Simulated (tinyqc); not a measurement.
# Ballistic Schottky-barrier transistor with a two-dimensional channel, WKB contacts, step by step

tinyqc, about 0.4 s, one thread, Intel Xeon 2.30GHz (shared host): `OMP_NUM_THREADS=1 python tinyqc.py 2390013 2390014 out.jsonl` Printed values are rounded.

Source Fermi level 0, drain Fermi level -Vd. Far from the contacts Ec = pn - psi, and the gate moves psi one to one; the band edges relax as exp(-x/lam) from pn at the source and pn - Vd at the drain; Ev = Ec - Eg. A carrier of energy w inside the channel band meets at a contact a barrier of height D (the contact edge beyond the channel edge): T = 1 for w >= D, else exp(-S), S = 4 lam sqrt(m/C) [sqrt(D - w) - sqrt(w) arctan sqrt((D - w)/w)], C = hbar^2/(2 m0). The two contacts combine as Ts Td/(Ts + Td - Ts Td).

Inputs (values chosen for the exercise); channel values close to those of a tungsten diselenide layer: temperature T = 300 K; band gap Eg = 1.4 eV; barrier for electrons at both contacts pn = 0.9 eV; electron mass mn = 0.34 m0; hole mass mp = 0.41 m0; valleys or subbands g = 2; screening length at the contacts lam = 3.3 nm; drain bias Vd = 0.5 V; band shift psi of the channel by the gate ps = 0.42 V; energy of one carrier inside the channel band w0 = 0.049 eV; upper end of the grid wm = 0.26 eV; points of the grid nE = 17.

Constants: q = 1.602176634e-19 C, kB = 1.380649e-23 J/K, hbar = 1.054571817e-34 J s, h = 6.62607015e-34 J s, m0 = 9.1093837015e-31 kg, Vt = kB T/q, hbar^2/(2 m0) = 0.0380998212 eV nm^2. Results are converted to the units shown.

Range of the model: No scattering, image-force lowering, channel charge or band-to-band tunnelling; parabolic kappa overstates S deep in the gap.

## Band edges and barriers

Electrons: Ds = psi, Dd = psi - Vd, Es = Ec, Ed = Ec + Vd. Holes: Ds = -psi, Dd = Vd - psi, Es = -Ev, Ed = -Ev - Vd. The size of each current is taken; both flow from drain to source and add.

Ec = 0.48 eV
Ev = -0.92 eV
D for electrons (eV): source 0.420000, drain -0.080000
D for holes (eV): source -0.420000, drain 0.080000

A negative D is no barrier. Here the holes carry the larger current.

## Transmission of one of the holes

S and T at both contacts for w = w0, and the tunnelling distance lam ln(D/w) at the higher barrier.

S at the source = 0
S at the drain = 1.18347
combined T = 0.306214
tunnelling distance = 1.61768 nm

## Current of the holes on a coarse grid

I/W = g (2 q^2/h) int T(w) [N(Es + w) - N(Ed + w)] dw with w the energy of motion along the channel, N(y) = (1/2 pi) sqrt(pi m kB T/C) Fm(-y/kB T), Fm(x) = (1/sqrt(pi)) int_0^infinity u^(-1/2)/(1 + exp(u - x)) du. Electrons: Ds = psi, Dd = psi - Vd, Es = Ec, Ed = Ec + Vd. Holes: Ds = -psi, Dd = Vd - psi, Es = -Ev, Ed = -Ev - Vd. The size of each current is taken; both flow from drain to source and add. Simpson's rule on nE equally spaced w from 0 to wm.

w, point 0 to 16 (eV): [0.000000, 0.016250, 0.032500, 0.048750, 0.065000, 0.081250, 0.097500, 0.113750, 0.130000, 0.146250, 0.162500, 0.178750, 0.195000, 0.211250, 0.227500, 0.243750, 0.260000]
Ts, point 0 to 16: [1, 1, 1, 1, 1, 1, 1, 1, 1, 1, 1, 1, 1, 1, 1, 1, 1]
Td, point 0 to 16: [4.79683e-6, 0.00788116, 0.0765271, 0.301206, 0.698117, 1, 1, 1, 1, 1, 1, 1, 1, 1, 1, 1, 1]
T, point 0 to 16: [4.79683e-6, 0.00788116, 0.0765271, 0.301206, 0.698117, 1, 1, 1, 1, 1, 1, 1, 1, 1, 1, 1, 1]
size of the supply difference, point 0 to 16 (1/um): [1.30883e-5, 6.98064e-6, 3.72312e-6, 1.98573e-6, 1.05909e-6, 5.64863e-7, 3.01270e-7, 1.60682e-7, 8.56997e-8, 4.57079e-8, 2.43783e-8, 1.30022e-8, 6.93469e-9, 3.69862e-9, 1.97266e-9, 1.05212e-9, 5.61145e-10]
current = 7.26752e-6 uA/um

A converged quadrature gives 7.274e-6 uA/um; this grid is 0.089 % below that. 32.7 % of it passes over both barriers, the rest tunnels. The other carrier adds 2.00e-10 uA/um.
